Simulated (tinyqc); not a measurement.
Comparisons within one model: band offset of a heterojunction with an interface dipole (two-band chains, self-consistent charge). A value that a table varies takes the place of the one given here.

Sites alternate A, C. Left: A at -G1/2, C at +G1/2, hopping -t1; right: A at D - G2/2, C at D + G2/2, hopping -t2; the bonds across the two interfaces of a ring (C left to A right, C right to A left) have -sqrt(t1 t2). D is the offset of the mid-gaps, so Ev(right) - Ev(left) = D - (G2 - G1)/2 and Ec(right) - Ec(left) = D + (G2 - G1)/2. The closing bond has its sign reversed (antiperiodic ring). Half the levels are filled with two electrons each. The charge moved is q = (electrons on the left) less one a site; the mean over the two interfaces, q/2, is taken as the charge that crosses each, and its dipole opposes the offset: D = D0 - u q/2.

From here on the ring has 24 cells a side.

Parameters, chosen for this exercise (gaps near those of Si and Ge; the chains and D0 are free models, so the offsets are not those of the real pair; not measured data):
- G1 = 1.11 eV (gap on the left)
- G2 = 0.68 eV (gap on the right)
- t1 = 2.35 eV (hopping on the left)
- t2 = 1.97 eV (hopping on the right)
- u = 4.8 eV (potential step per electron moved across)
- D0 = 0.45 eV (mid-gap of the right side above that of the left, without dipole)

## Where the moved charge sits

D = 0.18413 eV

Electrons in cell k from an interface at the self-consistent D, less those at D = 0. Interface 1 joins C left to A right, interface 2 C right to A left. The decay lengths 1/(2 kappa a) are those of mid-gap states, cosh(kappa a) = 1 + G^2/(8 t^2).

Change of the electron count:
```
k  left of 1  right of 1  left of 2  right of 2
1    0.02588    -0.02322    0.02359    -0.02097
2    0.01337    -0.01239    0.01208    -0.01120
3    0.00766    -0.00769    0.00692    -0.00699
4    0.00449    -0.00495    0.00406    -0.00452
5    0.00267    -0.00325    0.00241    -0.00297
6    0.00160    -0.00216    0.00144    -0.00198
```

decay lengths (cells): left 2.122, right 2.901

Over six cells interface 1 moves +0.0557 electrons to the left side and -0.0537 to the right, interface 2 +0.0505 and -0.0486: each change is a dipole, and the two differ because the bonds join different sites. The first cells hold 45 % of it at interface 1. The tail is longer on the right, where the gap is smaller against the hopping: from k = 2 to 4 it falls by a factor 2.5, and pure mid-gap decay would give 1.99; the exponential carries a prefactor that falls as a power of the distance, so the first cells drop faster.

## Screening of the starting offset

chi = 0.597814 1/eV

D0 is varied; the self-consistent D is found by bisection. chi = dq/dD at D = 0; the linear rule is D = S D0 with S = 1/(1 + u chi/2). The gap of the junction closes (type III) at |D| = (G1 + G2)/2.

Against D0:
```
2 D0/(G1 + G2)  D0 (eV)  q at D0   D (eV)    D/D0  linear (eV)
-0.85            -0.761  -0.5220  -0.3091  0.4063      -0.3125
-0.55            -0.492  -0.3089  -0.2013  0.4089      -0.2022
-0.30            -0.269  -0.1627  -0.1101  0.4102      -0.1103
-0.15            -0.134  -0.0805  -0.0551  0.4106      -0.0551
0.10              0.089   0.0536   0.0368  0.4107       0.0368
0.25              0.224   0.1350   0.0918  0.4103       0.0919
0.50              0.448   0.2783   0.1831  0.4092       0.1838
0.80              0.716   0.4809   0.2913  0.4068       0.2941
0.95              0.850   0.6198   0.3445  0.4052       0.3492
```

D/D0 lies between 0.405 and 0.411, against S = 0.411 from chi at D = 0; the linear rule misses by at most 5 meV. q is odd in D. About half of the starting offset survives.

## Wider gaps screen less

G2 is varied. chi = (q(+0.01) - q(-0.01))/0.02 at D = 0, S = 1/(1 + u chi/2).

Against G2:
```
G2 (eV)  chi (1/eV)       S
0.7         0.59100  0.4135
1.1         0.48384  0.4627
1.5         0.41103  0.5034
2.3         0.31462  0.5698
3.4         0.23255  0.6418
5.5         0.14303  0.7445
7.0         0.10495  0.7988
9.0         0.07177  0.8531
```

chi falls from 0.5910 to 0.0718 1/eV, a factor 8.2, and S rises from 0.413 to 0.853: charge crosses through the tails of states that tunnel into the other gap, and these shorten as the gap widens. u is kept fixed, though a wider gap also screens less and would raise it.

## What each parameter does

Self-consistent D by bisection, q there, and the two offsets. Each row changes one parameter from the base and keeps the others.

Results:
```
case           D (eV)       q  valence offset (eV)  conduction offset (eV)
base           0.1841  0.1108               0.3991                 -0.0309
G1 = 1.276 eV  0.1933  0.1070               0.4913                 -0.1047
G2 = 0.782 eV  0.1904  0.1082               0.3544                  0.0264
t1 = 2.702 eV  0.1844  0.1107               0.3994                 -0.0306
t2 = 2.265 eV  0.1843  0.1107               0.3993                 -0.0307
D0 = 0.517 eV  0.2113  0.1274               0.4263                 -0.0037
u = 5.52 eV    0.1692  0.1017               0.3842                 -0.0458
```

The largest shifts from the base row, up to three for each result and ties (the steps differ in size, so this ranks the rows, not the parameters). D (eV): D0 +0.0272, u -0.0149, G1 +0.0092. q: D0 +0.0166, u -0.0091, G1 -0.0038. valence offset (eV): G1 +0.0922, G2 -0.0448, D0 +0.0272. conduction offset (eV): G1 -0.0738, G2 +0.0572, D0 +0.0272.

tinyqc: `OMP_NUM_THREADS=1 python tinyqc.py 1450606 1450607 out.jsonl`; about 0.4 s, one thread, shared Intel(R) Xeon(R) Processor @ 2.30GHz.
